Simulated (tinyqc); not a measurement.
When U turns negative: defect-molecule model of a vacancy with Jahn-Teller distortion.

Four dangling hybrids a, b, c, d point into the vacancy: H_ii = E0, and -gm between any two. A tetragonal distortion Q pairs a with b and c with d: those two couplings become -gm - I Q and the other four -gm + I Q/2, at an elastic cost k Q^2/2. The a1 level holds two electrons; charge states 2+, + and 0 put n = 0, 1, 2 more into the lowest level of t2 origin. Energy from the 2+ state at Q = 0, with the Fermi level mu counted from Ev: W_n(Q) = n (et - 2 I Q) + k Q^2/2 + Uc n (n - 1)/2 - n mu. et = E0 + gm is the undistorted t2 level.

Inputs chosen for the exercise (of the size used for the vacancy in silicon; not measured data):

| symbol | value | unit | meaning |
|---|---|---|---|
| E0 | -0.05 | eV | level of a dangling hybrid, from Ev |
| gm | 0.3 | eV | coupling between two dangling hybrids |
| I | 0.94 | eV/angstrom | Jahn-Teller coupling |
| Uc | 0.27 | eV | repulsion of two electrons in one orbital |

The force constant is varied. E_JT = 2 I^2/k, E(2+/+) = et - E_JT, E(+/0) = et - 3 E_JT + Uc, U_eff = Uc - 2 E_JT.

Against k:

| k (eV/angstrom^2) | E_JT (eV) | (2+/+) (eV) | (+/0) (eV) | U_eff (eV) | Q of the neutral state (angstrom) |
|---|---|---|---|---|---|
| 8 | 0.2209 | 0.0291 | -0.1427 | -0.1718 | 0.4700 |
| 12 | 0.1473 | 0.1027 | 0.0782 | -0.0245 | 0.3133 |
| 16 | 0.1105 | 0.1396 | 0.1887 | 0.0491 | 0.2350 |
| 24 | 0.0736 | 0.1764 | 0.2991 | 0.1227 | 0.1567 |
| 32 | 0.0552 | 0.1948 | 0.3543 | 0.1595 | 0.1175 |
| 48 | 0.0368 | 0.2132 | 0.4096 | 0.1964 | 0.0783 |
| 64 | 0.0276 | 0.2224 | 0.4372 | 0.2148 | 0.0587 |
| 96 | 0.0184 | 0.2316 | 0.4648 | 0.2332 | 0.0392 |

k at which U_eff = 0 = 13.09 eV/angstrom^2

Levels below 0 lie in the valence band. U_eff is negative for k below 4 I^2/Uc = 13.1: 2 of the 8 rows. The gain grows as n^2, so the second electron wins 3 E_JT where the first wins E_JT. For a stiff lattice the levels tend to et = 0.250 and et + Uc = 0.520 eV.

tinyqc: `OMP_NUM_THREADS=1 python tinyqc.py 1482636 1482637 out.jsonl`; about 0.01 s, one thread, shared Intel(R) Xeon(R) Processor @ 2.30GHz.
